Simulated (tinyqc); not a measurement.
Band gaps under pressure and temperature from deformation potentials: sweeps and comparisons. A value that a table varies takes the place of the one given here.

Murnaghan: V/V0 = (1 + Bp P/B0)^(-1/Bp), B0 = (C11 + 2 C12)/3. Each gap moves by a ln(V/V0) with its volume potential a, and falls with temperature by aV T^2/(T + bV) (Varshni); the two effects are added. No change of phase is considered.

Constants: hc = 1239.841984 eV nm.

Parameters, chosen for this exercise (near those of Ge, the X and L potentials typical of such crystals; the results hold for these values, not for the real material):

| symbol | value | unit | meaning |
|---|---|---|---|
| Eg | 0.892 | eV | gap at Gamma to the s-like level at 0 K, 0 GPa |
| EgX | 0.944 | eV | gap to X at 0 K, 0 GPa |
| EgL | 0.748 | eV | gap to L at 0 K, 0 GPa |
| C11 | 127.5 | GPa |  |
| C12 | 48.5 | GPa |  |
| Bp | 4.63 |  | pressure derivative of the bulk modulus |
| aG | -9.54 | eV | volume potential of the Gamma gap |
| aX | 1.13 | eV | volume potential of the X gap |
| aL | -2.65 | eV | volume potential of the L gap |
| aV | (0.588, 0.461, 0.485) | meV/K | Varshni alpha of Gamma, X, L |
| bV | (273, 233, 250) | K | Varshni beta of Gamma, X, L |
| T | 300 | K | temperature |
| P | 0.9 | GPa | pressure |

## Gaps against pressure

The last column is the linear form E0 + c1 P for Gamma, c1 = -aG/B0.

Gaps (eV):

| P (GPa) | ln(V/V0) | Gamma | X | L | lowest | Gamma, linear |
|---|---|---|---|---|---|---|
| 0.00 | 0.0000 | 0.800 | 0.866 | 0.669 | L | 0.800 |
| 1.00 | -0.0130 | 0.923 | 0.852 | 0.703 | L | 0.927 |
| 2.00 | -0.0252 | 1.040 | 0.838 | 0.735 | L | 1.055 |
| 3.00 | -0.0368 | 1.150 | 0.825 | 0.766 | L | 1.182 |
| 4.00 | -0.0478 | 1.255 | 0.812 | 0.795 | L | 1.310 |
| 5.00 | -0.0582 | 1.355 | 0.800 | 0.823 | X | 1.437 |
| 6.00 | -0.0682 | 1.450 | 0.789 | 0.849 | X | 1.565 |
| 7.00 | -0.0777 | 1.541 | 0.778 | 0.875 | X | 1.692 |
| 8.00 | -0.0868 | 1.628 | 0.768 | 0.899 | X | 1.820 |

Over 8 GPa Gamma moves by +0.829, L by +0.230 and X by -0.098 eV. The lowest valley changes: L to X between 4.00 and 5.00 GPa, and the fundamental gap peaks at 0.800 eV on these points. The linear form overshoots by 191 meV at the end, because the crystal stiffens; the gap is linear in ln V, not in P.

## Gaps against temperature

At the pressure P; wavelength hc/E of the lowest gap.

Gaps (eV):

| T (K) | Gamma | X | L | lowest | wavelength (nm) |
|---|---|---|---|---|---|
| 0 | 1.0037 | 0.9308 | 0.7790 | L | 1591.6 |
| 50 | 0.9991 | 0.9267 | 0.7750 | L | 1599.9 |
| 100 | 0.9879 | 0.9169 | 0.7652 | L | 1620.4 |
| 200 | 0.9539 | 0.8882 | 0.7359 | L | 1684.8 |
| 300 | 0.9113 | 0.8529 | 0.6997 | L | 1772.1 |
| 400 | 0.8639 | 0.8143 | 0.6596 | L | 1879.6 |
| 500 | 0.8135 | 0.7735 | 0.6173 | L | 2008.3 |
| 600 | 0.7612 | 0.7315 | 0.5736 | L | 2161.5 |

From 0 to 100 K the Gamma gap falls by 15.8 meV, from 500 to 600 K by 52.3 meV: quadratic below bV, linear with a slope tending to aV = 0.588 meV/K above. L stays lowest. A pressure of 0.72 GPa, with the slope -aG/B0 at zero pressure, would undo the fall of the Gamma gap from 0 to 300 K.

## What each parameter does

Gaps at P and T. Each row changes one parameter from the base and keeps the others.

Results:

| case | Gamma (eV) | X (eV) | L (eV) |
|---|---|---|---|
| base | 0.9113 | 0.8529 | 0.6997 |
| T = 350 K | 0.8880 | 0.8339 | 0.6800 |
| C11 = 140.25 GPa | 0.9054 | 0.8536 | 0.6980 |
| C12 = 53.35 GPa | 0.9068 | 0.8535 | 0.6984 |
| Bp = 4.167 | 0.9116 | 0.8529 | 0.6997 |
| aG = -8.586 eV | 0.9001 | 0.8529 | 0.6997 |
| aX = 1.017 eV | 0.9113 | 0.8543 | 0.6997 |
| aL = -2.915 eV | 0.9113 | 0.8529 | 0.7028 |
| P = 0.81 GPa | 0.9004 | 0.8542 | 0.6966 |

The largest shifts from the base row, up to three for each result and ties (the steps differ in size, so this ranks the rows, not the parameters). Gamma (eV): T -0.0233, aG -0.0112, P -0.0109; unchanged at the printed digits by aX and aL. X (eV): T -0.0190, aX +0.0013, P +0.0013; unchanged at the printed digits by Bp, aG and aL. L (eV): T -0.0197, aL +0.0031, P -0.0030; unchanged at the printed digits by Bp, aG and aX.

Run: tinyqc, `OMP_NUM_THREADS=1 python tinyqc.py 1050536 1050537 out.jsonl`; Intel(R) Xeon(R) Processor @ 2.30GHz, one thread, shared host; about 0.01 s of CPU time with all checks.
